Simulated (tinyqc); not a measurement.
Electron-beam lithography: double-Gaussian proximity function, edge placement and dose correction for parallel lines: one step, computed by the program tinyqc. Command: `OMP_NUM_THREADS=1 python tinyqc.py 3113031 3113032 out.jsonl proximity walk`. One thread of a shared host (Intel(R) Xeon(R) Processor @ 2.30GHz), about 0.01 s of CPU time with the checks.

Lines are infinitely long. Absorbed energy is counted so that the middle of a very large area written at dose 1 receives 1; the resist develops where it exceeds 1/2.

Task: Interaction matrix. f(r) = [exp(-r^2/alpha^2)/alpha^2 + eta exp(-r^2/beta^2)/beta^2]/(pi (1 + eta)). A line from a to b at dose d gives E(x) = d [S(alpha) + eta S(beta)]/(1 + eta), S(s) = [erf((b - x)/s) - erf((a - x)/s)]/2. M_ij is the mean of E at the two edges of line i from line j at dose 1.

Inputs (values chosen for the exercise, of the order of those for 50 keV electrons in resist on silicon): forward range alpha = 0.02 micrometre; backscatter range beta = 8.7 micrometre; backscatter ratio eta = 0.8.

Lines (micrometre):
```
line,left edge,right edge,centre
1,0.000,2.200,1.1000
2,2.275,2.311,2.2930
3,2.406,15.406,8.9060
4,15.498,15.573,15.5355
5,17.773,17.836,17.8045
```

Give: M.

Result:

M:
```
,1,2,3,4,5
1,0.3399,0.0010,0.1805,0.0001,0.0001
2,0.0619,0.2758,0.2116,0.0002,0.0001
3,0.0330,0.0006,0.4923,0.0012,0.0009
4,0.0041,0.0001,0.2112,0.2799,0.0017
5,0.0016,0.0000,0.1521,0.0020,0.2796
```
